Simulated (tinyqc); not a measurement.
## Undoped gate-all-around wire MOSFET, analytic charge model: effect of the temperature

An undoped round wire of radius R under an insulator shell and a surrounding gate; long channel, electrons only, n = ni exp((psi - V)/Vt) with V the quasi-Fermi potential (0 at the source, Vd at the drain), constant mobility, no quantisation. The radial Poisson equation gives n(r) = n(0)/(1 - (1 - b) r^2/R^2)^2 with b = Q0/(Q + Q0). Q is the electron charge per area of the wire surface.

Nc and Nv are given at 350 K and scale as (T/350 K)^1.5; Eg and mu are held fixed. ni = sqrt(Nc Nv) exp(-Eg/(2 Vt)), Eg in volts; Cox = eps0 eox/(R ln(1 + tox/R)); Q0 = 4 eps0 eps_r Vt/R; V0 = dphi + Vt ln[8 eps0 eps_r Vt/(q ni R^2)]. Q solves Vg - V0 - V = Q/Cox + Vt ln(Q/Q0) + Vt ln(1 + Q/Q0). I = mu (2 pi R/L)[2 Vt (Qs - Qd) + (Qs^2 - Qd^2)/(2 Cox) + Vt Q0 ln((Qd + Q0)/(Qs + Q0))], with Qs at V = 0 and Qd at V = Vd.  I(low) is taken at Vg = 0.18 V, Qs and I(high) at Vg = 0.93 V.

Parameters, values chosen for the exercise; material values close to those of germanium: band gap Eg = 0.652 eV; relative permittivity of the semiconductor eps_r = 16; conduction-band density of states at the reference temperature Nc = 1.3e19 cm^-3; valence-band density of states at the reference temperature Nv = 7.46e18 cm^-3; relative permittivity of the gate insulator eox = 8.74; insulator thickness tox = 3.8 nm; wire radius R = 5 nm; gate work function less that of the intrinsic body dphi = 0.11 V; channel mobility mu = 240 cm^2/(V s); gate length L = 0.5 um; drain voltage Vd = 0.8 V.

Constants: q = 1.602176634e-19 C, kB = 1.380649e-23 J/K, Vt = kB T/q, eps0 = 8.8541878128e-14 F/cm where lengths are in cm. Results are converted to the units shown.

Result of one run:

| T (K) | V0 (V) | I(low) (nA) | Qs(high) (nC/cm^2) | I(high) (uA) |
|---|---|---|---|---|
| 340 | 0.43223 | 0.026760 | 1143.9 | 4.3956 |

What becomes of these results when the temperature T is changed from 340 to 400 K, all else the same?

Result of the changed run:

| T (K) | V0 (V) | I(low) (nA) | Qs(high) (nC/cm^2) | I(high) (uA) |
|---|---|---|---|---|
| 400 | 0.42876 | 0.14877 | 1142.0 | 4.5016 |

The whole series:

| T (K) | V0 (V) | I(low) (nA) | Qs(high) (nC/cm^2) | I(high) (uA) |
|---|---|---|---|---|
| 220 | 0.43769 | 7.6778e-5 | 1163.7 | 4.2806 |
| 250 | 0.43654 | 5.3427e-4 | 1156.2 | 4.2945 |
| 280 | 0.43524 | 0.0025335 | 1150.6 | 4.3193 |
| 310 | 0.43380 | 0.0091221 | 1146.6 | 4.3533 |
| 340 | 0.43223 | 0.026760 | 1143.9 | 4.3956 |
| 370 | 0.43055 | 0.067104 | 1142.4 | 4.4453 |
| 400 | 0.42876 | 0.14877 | 1142.0 | 4.5016 |
| 430 | 0.42688 | 0.29887 | 1142.6 | 4.5639 |

As T goes from 220 to 430 K, I(low) rises from 7.68e-5 to 0.299 nA and I(high) rises from 4.28 to 4.56 uA. V0 falls from 0.438 to 0.427 V. In every row the surface density at the source at the higher gate voltage passes 0.3 Nc, where Boltzmann statistics fail. In every row the mobility is held fixed, though a real one changes with T. In every row the body is thin enough for quantum confinement, left out here, to raise the threshold.

Computed by the program tinyqc: `OMP_NUM_THREADS=1 python tinyqc.py 2460060 2460061 out.jsonl`, one thread of a shared Intel Xeon 2.30GHz, about 0.02 s for the whole run.
